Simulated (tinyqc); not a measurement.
MOS capacitor on a p-type substrate, surface potential from the exact charge relation: two steps of the calculation.

Uniform p-type substrate, Boltzmann statistics, full ionisation, classical densities. psi is the surface potential against the body (positive when the bands bend down) and u = psi/Vt. Traps are spread evenly over the gap and neutral at flat band, so their charge is -q Dit psi; the minority quasi-Fermi level is shifted by Vb.

Values chosen for this exercise; band and dielectric values close to those of gallium arsenide:
```
symbol,value,unit,meaning
T,250,K,temperature
Eg,1.41,eV,band gap
eps_r,13,,relative permittivity
Nc,3.41e17,cm^-3,conduction-band density of states at T
Nv,6.84e18,cm^-3,valence-band density of states at T
N,1.1e18,cm^-3,acceptor density of the substrate
eox,3.9,,relative permittivity of the gate insulator (close to silicon dioxide)
tox,11,nm,insulator thickness
Nf,1.6e10,cm^-2,"fixed charge at the interface, in units of q"
Dit,0,cm^-2 eV^-1,density of interface traps
Vb,0,V,reverse bias of the inversion layer against the body
Vg,3.98,V,gate voltage against the body
```

Constants: q = 1.602176634e-19 C, kB = 1.380649e-23 J/K, Vt = kB T/q, eps0 = 8.8541878128e-14 F/cm where lengths are in cm. Results are converted to the units shown.

Problem 1. Newton step for the surface potential. u = psi/Vt; F^2 = exp(-u) + u - 1 + r (exp(u) - u - 1); Qs = -sign(u) Q0 F; Cs = -dQs/dpsi = (Q0/Vt) |1 - exp(-u) + r (exp(u) - 1)|/(2 F). f = Vfb + psi + (q Dit psi - Qs)/Cox - Vg, f' = 1 + (Cs + q Dit)/Cox, psi(new) = psi - f/f'.

psi at the start = 0.021543333 V
Cox = 0.31392120 uF/cm^2
Vfb = -0.48879605 V
Q0 = 93.490833 nC/cm^2
r = 7.2556470e-29

Wanted: u; F; Qs; Cs; f; f'; psi after iteration 1.

Solution 1.

u = 1.0000
F = 0.60653
Qs = -56.705 nC/cm^2
Cs = 2.2614 uF/cm^2
f = -4.2666 V
f' = 8.2037
psi after iteration 1 = 0.54163 V

Problem 2. Charges, field and capacitances at the solution. ni = sqrt(Nc Nv) exp(-Eg/(2 Vt)), Eg in volts; phiF = Vt ln(N/ni); Cox = eps0 eox/tox; Vfb = phiM - chi - (Eg - Vt ln(Nv/N)) - q Nf/Cox; Q0 = sqrt(2 eps0 eps_r q N Vt); r = (ni/N)^2 exp(-Vb/Vt); VT = Vfb + [(2 phiF + Vb)(1 + q Dit/Cox) + sqrt(2 eps0 eps_r q N (2 phiF + Vb))/Cox].

Low frequency: 1/C_LF = 1/Cox + 1/(Cs + q Dit). High frequency, in the simple estimate in which traps and minority carriers do not follow: 1/C_HF = 1/Cox + 1/Cd, Cd being Cs with r = 0 at the same psi. Minority sheet density N_inv = (Q0/(2 q)) int_0^u r (exp(t) - 1)/F(t) dt for u > 0. Oxide field |Qs - q Dit psi + q Nf|/(eps0 eox).

converged psi = 1.4717995 V

Find: Qs; N_inv; oxide field; Cs; C_LF/Cox; C_HF/Cox.

Solution 2.

Qs = -940.8 nC/cm^2
N_inv = 1.092e12 cm^-2
oxide field = 2.717 MV/cm
Cs = 7.536 uF/cm^2
C_LF/Cox = 0.9600
C_HF/Cox = 0.4572

The surface is in strong inversion (borders at |psi| = 0, phiF + Vb and 2 phiF + Vb = 1.40 V). Minority carriers make up 18.6 % of Qs.

Computed by the program tinyqc: `OMP_NUM_THREADS=1 python tinyqc.py 2060124 2060125 out.jsonl`, one thread of a shared Intel Xeon 2.30GHz, about 0.01 s for the whole run.
